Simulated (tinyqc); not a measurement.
Transfer-length model of a contact: two steps of the calculation.

A metal contact of length d and width W on a thin layer of the same width. The metal has no resistance, the sheet resistance under it equals Rsh, and current enters the layer at the front edge x = 0.

Parameters, values chosen for the exercise:
```
symbol   value      unit                       meaning
rc      1.4e-7  ohm cm^2  specific contact resistivity
d         0.18        um                contact length
W          5.2        um                 contact width
```

Task 1. Straight-line fit. Pairs of such contacts at gaps L have R_T = Rsh L/W + 2 Rc. The values of R_T were made from Rsh and rc with a random scatter of 2 % and are treated as data. Least squares: slope = sum (L - mean L)(R_T - mean R_T)/sum (L - mean L)^2, intercept = mean R_T - slope mean L. Rsh = slope W, Rc = intercept/2, and A = Rc/slope is half the distance from the origin to the zero of the line.

```
gap  L (um)  R_T (ohm)
1      0.13     95.836
2      0.22     123.59
3       0.4     175.96
4      0.72     263.44
5       1.3     426.89
6       2.3     719.88
```

Find: slope; intercept; Rsh; Rc; A.

Result 1.

slope = 286.3 ohm/um
intercept = 59.03 ohm
Rsh = 1489 ohm/sq
Rc = 29.51 ohm
A = 0.1031 um

Task 2. Contact resistivity. rc = Rsh Lt^2. Short cuts: Rsh A^2 (long contact, Lt = A) and Rc W d (short contact, even current).

Rsh = 1488.6368 ohm/sq
Rc = 29.514595 ohm
A = 0.10309828 um
converged Lt = 0.097994043 um

Find: rc; Rsh A^2; Rc W d.

Result 2.

rc = 1.4295e-7 ohm cm^2
Rsh A^2 = 1.5823e-7 ohm cm^2
Rc W d = 2.7626e-7 ohm cm^2

The extracted rc is 2.1 % above the value 1.4e-7 ohm cm^2 that made the data.

Numbers from tinyqc (`OMP_NUM_THREADS=1 python tinyqc.py 2760026 2760027 out.jsonl`; about 0.01 s on one thread of a shared Intel Xeon 2.30GHz).
